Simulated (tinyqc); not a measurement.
Stoner model of a band ferromagnet, step by step. Values are carried at full precision from step to step, so a last printed digit may differ when a step is redone from the rounded ones.

Density of states per atom and spin: triangular, D(e) = (4 M/W^2) (W/2 - |e|). Levels e -/+ I m/2 for up and down spin, m = n_up - n_down, n_up + n_down = nd. At zero temperature e(N) is the energy below which N states lie, and E(m) = sum over spins of integral e D de - I m^2/4.

Values chosen for the exercise: W = 5.5 eV (band width, e from -W/2 to W/2); M = 5 (states per atom and spin); nd = 9.03 (electrons per atom); I = 1.1 eV (Stoner parameter).

## The paramagnetic state and the Stoner criterion

Find EF from nd/2 states per spin, D(EF) and the product I D(EF); below 1 the susceptibility is enhanced by 1/(1 - I D).

EF = 1.5388 eV
D(EF) = 0.8008 1/eV
I D(EF) = 0.8809

The paramagnet is locally stable, with a susceptibility enhanced 8.40 times.

## Energy against moment

Tabulate the splitting that the band needs, e(n_up) - e(n_down), against I m, and E(m) - E(0), at nine moments up to saturation m_max = min(nd, 2M - nd).

Energy curve:
```
m      e(n_up) (eV)  e(n_down) (eV)  difference (eV)  I m (eV)  E - E(0) (meV)
0.000        1.5388          1.5388           0.0000    0.0000             0.0
0.121        1.6170          1.4653           0.1517    0.1334             0.6
0.242        1.7010          1.3958           0.3052    0.2667             2.3
0.364        1.7924          1.3297           0.4627    0.4001             5.3
0.485        1.8935          1.2665           0.6270    0.5335            10.0
0.606        2.0083          1.2060           0.8023    0.6669            16.9
0.728        2.1444          1.1477           0.9967    0.8003            26.8
0.849        2.3218          1.0914           1.2303    0.9336            41.4
0.970        2.7500          1.0370           1.7130    1.0670            65.7
```

dE/dm is half of (difference - I m), so E falls wherever I m exceeds the difference.

## The ground state

Take the lowest of E(0), the stationary points e(n_up) - e(n_down) = I m, and saturation.

m = 0.000 muB
exchange splitting I m = 0.000 eV
E - E(0) = 0.0 meV

n_up, n_down: 4.515  4.515

The ground state is not magnetic.

## Checks

- States in the band over M against 1: both 1.000000.

(tinyqc, `OMP_NUM_THREADS=1 python tinyqc.py 1681925 1681926 out.jsonl`, Intel(R) Xeon(R) Processor @ 2.30GHz, 1 thread, shared host, about 0.2 s.)
